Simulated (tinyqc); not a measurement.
Composition of the layer: band edges of strained Si(1-x)Ge(x) on relaxed Si(1-y)Ge(y).

Values are linear in the Ge fraction but for ED(x) = linear - CD x (1 - x) and a(x) = linear - Ca x (1 - x). Energies are on the common scale of Ev.

Coherent growth on a (110) face: e_par = (a(y) - a(x))/a(x), e_perp = -(C11 + 3 C12 - 2 C44)/(C11 + C12 + 2 C44) e_par; exx = eyy = (e_par + e_perp)/2, ezz = e_par, exy = (e_perp - e_par)/2, eyz = ezx = 0.

A valley with unit axis u lies at Ev + gap + (av + a_valley) tr(e) + Xu (u.e.u - tr(e)/3); the Delta axes are x, y, z and the L axes [111], [1-1-1], [-11-1], [-1-11]. The second-order shift of the Delta valleys under shear is left out; it lowers the pair normal to the sheared plane by tens of meV at a shear of 1 %.

Valence edges: Ev plus the levels of the 6 x 6 matrix of X, Y, Z times spin with -Dso/3 + l exx + m (eyy + ezz) on the diagonal (cyclic), n exy off it, l = av + 2 b, m = av - b, n = sqrt(3) d. Spin-orbit term (Dso/3) L.sigma on X, Y, Z with (L_k)_ij = -i epsilon_kij: <X+|H|Y+> = -i Dso/3, <X+|H|Z-> = Dso/3, <Y+|H|Z-> = -i Dso/3, <Z+|H|X-> = -Dso/3, <Z+|H|Y-> = i Dso/3, <X-|H|Y-> = i Dso/3, and their conjugates; + and - are the spin along z.

Parameters, chosen for this exercise (end members near Si and Ge, in this order; the results hold for these values, not for the real material): a = (5.427, 5.654) angstrom (lattice constant); Dso = (0.044, 0.292) eV (spin-orbit splitting); av = (2.49, 1.24) eV (valence hydrostatic potential); b = (-2.07, -2.55) eV (tetragonal shear potential); d = (-4.87, -5.27) eV (trigonal shear potential); C11 = (166.9, 128) GPa; C12 = (63.5, 48) GPa; C44 = (79.1, 66.6) GPa; Ev = (0, 0.69) eV (top of the unstrained valence band); ED = (1.173, 0.916) eV (gap to the Delta valleys); EL = (2.005, 0.754) eV (gap to the L valleys); aD = (1.72, 1.29) eV (hydrostatic potential of the Delta gap); aL = (-3.35, -2.89) eV (hydrostatic potential of the L gap); XuD = (9.15, 9.74) eV (uniaxial potential, Delta); XuL = (16.75, 15.26) eV (uniaxial potential, L); CD = 0.2 eV (bowing of the Delta gap); Ca = 0 angstrom (bowing of the lattice constant); face = 110 (growth face); y = 0 (Ge fraction of the relaxed buffer).

The buffer is kept. dEc = Ec(buffer) - Ec(layer), dEv = Ev(layer) - Ev(buffer); buffer edges Ev(y) and Ev(y) + min(ED, EL). The digit behind Delta or L counts whole valleys.

Results:

| x | e_par (%) | lowest valleys | gap (eV) | next valleys above (meV) | valence splitting (meV) | dEc (eV) | dEv (eV) |
|---|---|---|---|---|---|---|---|
| 0.08 | -0.33 | Delta2 | 1.100 | 23 | 21 | 0.016 | 0.057 |
| 0.16 | -0.66 | Delta2 | 1.030 | 46 | 36 | 0.028 | 0.115 |
| 0.24 | -0.99 | Delta2 | 0.963 | 69 | 49 | 0.035 | 0.174 |
| 0.31 | -1.28 | Delta2 | 0.907 | 89 | 60 | 0.039 | 0.227 |
| 0.39 | -1.61 | Delta2 | 0.845 | 112 | 72 | 0.040 | 0.288 |
| 0.47 | -1.93 | Delta2 | 0.787 | 135 | 84 | 0.036 | 0.350 |
| 0.55 | -2.25 | Delta2 | 0.731 | 158 | 96 | 0.029 | 0.413 |

How do the results move, and what explains it?

The gap is 1.100 eV in the first row and 0.731 eV in the last. The lowest valleys are Delta2 throughout. Per 0.1 of x the valence offset moves by +76 meV on average; the conduction offset lies between +16 and +40 meV, not monotonically. Both carriers sit on one side in every row. Offsets below about 30 meV are within the spread of parameter sets, so those rows do not settle the type. Strains above 2 % can be kept only in layers of a few nanometres.

tinyqc: `OMP_NUM_THREADS=1 python tinyqc.py 1081358 1081359 out.jsonl`; about 0.01 s, one thread, shared Intel(R) Xeon(R) Processor @ 2.30GHz.
